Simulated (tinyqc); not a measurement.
# Doping from two capacitances

Problem. An abrupt p-n junction obeys 1/C^2 = 2 (Vbi - V)/(q eps0 eps_r Ne), Ne = Na Nd/(Na + Nd), Vbi = Vt ln(Na Nd/ni^2), V the bias of the p side. Nd is known to be the larger doping. Find Ne, Vbi, Na and Nd.

Inputs (values chosen for the exercise): temperature T = 300 K; relative permittivity eps_r = 11.9.

Constants: q = 1.602176634e-19 C, kB = 1.380649e-23 J/K, Vt = kB T/q, eps0 = 8.8541878128e-14 F/cm where lengths are in cm. Results are converted to the units shown.

C at V = -0.6 and -5.2 V (nF/cm^2): [28.874054, 14.029806]
ni = 7.1997399e9 cm^-3

Solution. The slope of 1/C^2 against -V gives Ne and its intercept Vbi. Then Na Nd = ni^2 exp(Vbi/Vt) and Na + Nd = Na Nd/Ne, so both are roots of one quadratic.

Ne = 1.404e16 cm^-3
Vbi = 0.8217 V
Na = 1.500e16 cm^-3
Nd = 2.200e17 cm^-3

Program tinyqc, `OMP_NUM_THREADS=1 python tinyqc.py 2000172 2000173 out.jsonl`; Intel Xeon 2.30GHz, shared host, one thread, about 0.02 s.
